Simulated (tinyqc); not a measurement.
Mean-field antiferromagnet of the Hubbard model on the square lattice, step by step. Values are carried at full precision from step to step, so a last printed digit may differ when a step is redone from the rounded ones.

e(k) = -2 t (cx + cy) - 4 t2 cx cy, ci = cos ki; one electron a site; Q = (pi, pi). <n_up - n_dn> = m cos(Q.R) gives Delta = U m/2 and bands E = e+ -/+ sqrt(e-^2 + Delta^2), e+- = (e(k) +- e(k + Q))/2 (the constant U/2 is dropped). Means run over the mesh k_i = 2 pi (j + 1/2)/N of the whole zone: mu from mean(f(E-) + f(E+)) = 1; m(out) = mean of Delta (f(E-) - f(E+))/sqrt(e-^2 + Delta^2); free energy per site F = -kT mean[ln(1 + exp(-(E- - mu)/kT)) + ln(1 + exp(-(E+ - mu)/kT))] + mu + U m^2/4. Order at T > 0 in two dimensions is an artefact of mean field.

Constants: kB = 8.617333262e-05 eV/K.

Values chosen for the exercise: t = 0.59 eV (nearest hopping); t2 = -0.09 eV (second hopping); N = 6 (mesh); U = 7.02 eV (on-site repulsion); m0 = 0.26 (starting staggered moment); T = 300 K.

## Folded levels on the mesh

Collect the points with equal |e-| and e+.

Classes of points:
```
|e-| (eV)  e+ (eV)  points
0.0000     -0.2700       8
0.0000      0.0000       4
1.0219      0.0000      16
2.0438      0.2700       8
```

## One mean-field step

From m = m0 form Delta, the two bands of each class and m(out).

Delta = 0.9126 eV

E-, E+ and Delta/sqrt(e-^2 + Delta^2) of each class:
```
|e-| (eV)  E- (eV)  E+ (eV)  Delta/sqrt(e-^2 + Delta^2)
0.0000     -1.1826   0.6426                      1.0000
0.0000     -0.9126   0.9126                      1.0000
1.0219     -1.3701   1.3701                      0.6661
2.0438     -1.9683   2.5083                      0.4077
```

m(out) = 0.7200

m(out) is above m0, so the next step starts from a larger moment.

## Self-consistency

Repeat with m = m(out) until |m(out) - m| < 1e-8; F(0) is the free energy at m = 0.

Iterations:
```
step         m  Delta (eV)    m(out)     F (eV)
1     0.260000     0.91260  0.719977  -1.291892
2     0.719977     2.52712  0.918151  -1.866416
3     0.918151     3.22271  0.944653  -1.945405
4     0.944653     3.31573  0.947235  -1.946759
5     0.947235     3.32479  0.947477  -1.946772
6     0.947477     3.32564  0.947500  -1.946772
7     0.947500     3.32572  0.947502  -1.946772
8     0.947502     3.32573  0.947502  -1.946772
9     0.947502     3.32573  0.947502  -1.946772
10    0.947502     3.32573  0.947502  -1.946772
```

m = 0.9475
Delta = 3.3257 eV
lowest E+ minus highest E- on the mesh = 6.3815 eV
F - F(0) = -1001.95 meV

Converged in 10 steps. The ordered state lies 1001.95 meV a site below the paramagnet and is an insulator on this mesh. A mesh of N = 48 gives m = 0.947 and F - F(0) = -982.2 meV.

## Checks

- Energy gain at U = 400 t against the exchange limit -z t^2/U a site (z neighbours), counted from -U/4 (eV): both -0.00590.

Program tinyqc; command `OMP_NUM_THREADS=1 python tinyqc.py 1681624 1681625 out.jsonl`; about 0.1 s on one thread of a shared Intel(R) Xeon(R) Processor @ 2.30GHz.
